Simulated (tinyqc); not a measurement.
Approach to the steady line: permeation of metal atoms or ions through a thin barrier or dielectric: time lag, field-aided drift and lifetime. Computed by tinyqc, a small Python program. Command: `OMP_NUM_THREADS=1 python tinyqc.py 3026866 3026867 out.jsonl barrier walk`. One thread of a shared host (Intel(R) Xeon(R) Processor @ 2.30GHz), about 0.01 s of CPU time with the checks.

The film 0 < x < d is empty at first; C = C0 at x = 0 and C = 0 at x = d. dC/dt = D d2C/dx2 - v dC/dx with drift v = D z e V/(k_B T d) (uniform field, no space charge).

Inputs (values chosen for the exercise, for a model case: singly charged ions through a dielectric):
```
quantity                                   value    unit
thickness d                                   32      nm
prefactor D0                               3e-08  cm^2/s
activation energy E                        0.852      eV
concentration at the source side C0      1.2e+15  1/cm^3
charge number z                                1       -
voltage V (positive drives ions across)    0.039       V
test temperature T                           225       C
```

Constants: k_B = 8.617333262e-05 eV/K.

Method:
- D = D0 exp(-E/(k_B T)); time scale d^2/D; Peclet number P = z V/(k_B T), k_B T in eV; 1 nm = 1e-7 cm.
- Temperatures in kelvin are T(C) + 273.15.
- Steady flux J = (D C0/d) P/(1 - exp(-P)); time lag in units of d^2/D: s_L = [P (1 + exp(-P))/(1 - exp(-P)) - 2]/P^2 (P = 0: J = D C0/d, s_L = 1/6).
- Dose through the film Q(s) = C0 d {f (s - s_L) - 2 exp(P/2) sum_(n=1..200) (-1)^n n^2 pi^2 exp(-l_n s)/l_n^2}, l_n = n^2 pi^2 + P^2/4, f = P/(1 - exp(-P)) the relative flux.
- Short-time form for P = 0: Q/(C0 d) = 4 sqrt(s) ierfc(1/(2 sqrt(s))), ierfc(y) = exp(-y^2)/sqrt(pi) - y erfc(y).

Peclet number P = 0.908514

flux relative to D C0/d = 1.52211

time lag s_L = 0.164418

Q/(C0 d):
```
s         series  steady line f (s - s_L)  series without field  short-time form, no field
0.03  7.5872e-06                  -0.2046            4.8419e-06                 4.8419e-06
0.05  4.2095e-04                  -0.1742            2.6934e-04                 2.6934e-04
0.08  4.9954e-03                  -0.1285            3.2066e-03                 3.2066e-03
0.12  2.3113e-02                  -0.0676            1.4887e-02                 1.4887e-02
0.20  9.4950e-02                   0.0542            6.1464e-02                 6.1463e-02
0.30  2.2127e-01                   0.2064            1.4382e-01                 1.4379e-01
0.50  5.1278e-01                   0.5108            3.3479e-01                 3.3326e-01
0.80  9.6752e-01                   0.9674            6.3341e-01                 6.1838e-01
1.20  1.5763e+00                   1.5763            1.0333e+00                 9.7002e-01
```

The dose lies above the steady line at all times and, among these rows, is within 1 % of it from s = 0.5 on (the lag is s_L = 0.164); for a known P the intercept of that line gives D and its slope D C0. The field changes the dose by a factor 1.57 in the first row and 1.53 in the last; at short times the factor tends to exp(P/2) = 1.58.
